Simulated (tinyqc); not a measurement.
Classical Heisenberg spin chain: exact results, Metropolis, heat-bath and over-relaxation steps, and a Monte Carlo run: one step, computed by the program tinyqc.

E = -J sum_i s_i . s_(i+1) for unit vectors s_i on an open chain; K = J/(k_B T).

Problem. Four single-spin steps. The given spins are first normalised. Spins 2 and 3 are updated in turn, with h = K (sum of the two neighbours). Trial spin with z = 2 r1 - 1 and azimuth 2 pi r2; it is accepted if r3 < min(1, exp(h . s_trial - h . s_old)).

Inputs (values chosen for the exercise, for a model chain of large moments): temperature T = 36.9 K.

Update: Metropolis.

four neighbouring spins (rows; components x, y, z):
```
         1        2        3
1  -0.8062  -0.5126   0.2953
2  -0.5181   0.3215   0.7926
3  -0.9130  -0.0654   0.4027
4   0.1219   0.5888  -0.7990
```

random numbers, one row a step:
```
        1       2       3
1  0.6078  0.9460  0.6304
2  0.8874  0.2212  0.7266
3  0.3929  0.8323  0.8728
4  0.2638  0.9416  0.2425
```

K = 3.773827

Give: the table «Steps» with the columns |h|, h . s before, h . s trial, acceptance, accepted, x, y, z.

Solution.

Steps:
```
spin    |h|  h . s before  h . s trial  acceptance  accepted        x       y       z
2     7.334         4.748       -4.697       0.000        no  -0.5181  0.3215  0.7926
3     3.747         1.131        1.948       1.000       yes   0.1138  0.6219  0.7748
2     4.828         4.687       -2.477       0.001        no  -0.5181  0.3215  0.7926
3     3.747         1.948       -2.305       0.014        no   0.1138  0.6219  0.7748
```
